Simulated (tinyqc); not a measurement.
Thermal boundary conductance by the acoustic and diffuse mismatch models: one step, computed by the program tinyqc. Command: `OMP_NUM_THREADS=1 python tinyqc.py 3020385 3020386 out.jsonl kapitza walk`. One thread of a shared host (Intel(R) Xeon(R) Processor @ 2.30GHz), about 0.01 s of CPU time with the checks.

Each side has one longitudinal and two transverse Debye branches, omega = v q up to q_D = (6 pi^2 n)^(1/3), with n counting all atoms. Scattering at the interface is elastic. Electrons are left out of G, also for metals. Melting is ignored. G refers to the temperatures of the phonons sent towards the interface. Linear branches over all atoms overstate G at high T, most for crystals with several atoms a cell.

Problem. Cut-off frequencies and impedances. omega_c = v q_D for each branch, given as hbar omega_c/k_B; impedance Z = rho v.

Inputs (values chosen for the exercise, for two model solids):
```
quantity,value,unit
density rho_1,14.1,g/cm^3
longitudinal velocity vL_1,10700,m/s
transverse velocity vT_1,5820,m/s
atom density n_1,79.3,1/nm^3
density rho_2,5.01,g/cm^3
longitudinal velocity vL_2,13600,m/s
transverse velocity vT_2,8470,m/s
atom density n_2,61.1,1/nm^3
```

Structure: superlattice.

Constants: hbar = 1.054571817e-34 J s; k_B = 1.380649e-23 J/K.

Give: Branches.

Solution.

Branches:
```
branch,v (m/s),cut-off (K),Z (1e6 kg/(m^2 s))
"L, side 1",10700,1369,150.8700
"T, side 1",5820,744,82.0620
"L, side 2",13600,1595,68.1360
"T, side 2",8470,993,42.4347
```
